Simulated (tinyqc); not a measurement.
Permeation of metal atoms or ions through a thin barrier or dielectric: time lag, field-aided drift and lifetime: one step, computed by the program tinyqc. Command: `OMP_NUM_THREADS=1 python tinyqc.py 3006188 3006189 out.jsonl barrier walk`. One thread of a shared host (Intel(R) Xeon(R) Processor @ 2.30GHz), about 0.01 s of CPU time with the checks.

The film 0 < x < d is empty at first; C = C0 at x = 0 and C = 0 at x = d. dC/dt = D d2C/dx2 - v dC/dx with drift v = D z e V/(k_B T d) (uniform field, no space charge).

Problem. Time to the critical dose. Steady flux J = (D C0/d) P/(1 - exp(-P)); time lag in units of d^2/D: s_L = [P (1 + exp(-P))/(1 - exp(-P)) - 2]/P^2 (P = 0: J = D C0/d, s_L = 1/6). Dose through the film Q(s) = C0 d {f (s - s_L) - 2 exp(P/2) sum_(n=1..200) (-1)^n n^2 pi^2 exp(-l_n s)/l_n^2}, l_n = n^2 pi^2 + P^2/4, f = P/(1 - exp(-P)) the relative flux. Temperatures in kelvin are T(C) + 273.15. Solve Q = Q_c for s. At the use temperature D and P take T_u, with the same C0 and V; 1 year = 3.15576e7 s.

Inputs (values chosen for the exercise, for a model case: singly charged ions through a dielectric):

| quantity | value | unit |
|---|---|---|
| thickness d | 16 | nm |
| prefactor D0 | 2.4e-06 | cm^2/s |
| activation energy E | 0.828 | eV |
| concentration at the source side C0 | 3.6e+15 | 1/cm^3 |
| charge number z | 1 | - |
| voltage V (positive drives ions across) | 0.081 | V |
| critical dose Q_c | 9e+08 | 1/cm^2 |
| test temperature T | 175 | C |
| use temperature T_u | 70 | C |

Peclet number P = 2.097436

time scale d^2/D = 2185.250 s

Constants: k_B = 8.617333262e-05 eV/K.

Give: s at the critical dose; failure time at T; failure time at T_u.

Solution.

s at the critical dose = 0.1989

failure time at T = 434.6 s

failure time at T_u = 0.008751 years

Caution: grain boundaries, pinholes, trapping and space charge are left out; thin real barriers usually fail at defects.
